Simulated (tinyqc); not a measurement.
Fermi-Dirac statistics of conduction electrons: one step. Burstein-Moss edge.

Constants: hbar^2/2m0 = 3.80998211 eV angstrom^2.

Values chosen for the exercise (near those of InAs, lowest valleys alone; shifted at random, so the results belong to these values and not to a real crystal):
- alpha = 2.63 1/eV (non-parabolicity)
- m = 0.0259 m0 (density-of-states mass of the conduction band)
- mh = 0.411 m0 (heavy-hole mass)
- Eg = 0.361 eV (gap)

EF - Ec = 86.3516 meV

Task: Vertical transitions from the heavy-hole band reach half-empty states at the k where the conduction energy equals EF: k^2 = E (1 + alpha E) m/c with E = EF - Ec and c = hbar^2/2m0; edge = Eg + E + c k^2/mh. Gap narrowing by many-body effects is left out.

Give: k; hole energy; edge.

Result:

k = 0.02684 1/angstrom
hole energy = 0.0067 eV
edge = 0.4540 eV

The edge moves up by 93.0 meV, of which the valence band supplies 7 %.

Run: tinyqc, `OMP_NUM_THREADS=1 python tinyqc.py 1650781 1650782 out.jsonl`; Intel(R) Xeon(R) Processor @ 2.30GHz, one thread, shared host; about 0.02 s of CPU time with all checks.
